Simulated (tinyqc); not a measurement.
Worked calculation: tight binding, honeycomb lattice. One step of it, computed by the program tinyqc.

Problem. Levels at k. Diagonalise the Hermitian matrix.

H(k) at k (eV):
```
                     A                    B
A             0.000000  -2.469774+2.698477i
B  -2.469774-2.698477i             0.000000
```

Give: eigenvalues; weights |c|^2 of the basis functions.

Solution.

eigenvalues (eV): -3.658  3.658

weights |c|^2 of the basis functions:
```
   band 1  band 2
A   0.500   0.500
B   0.500   0.500
```
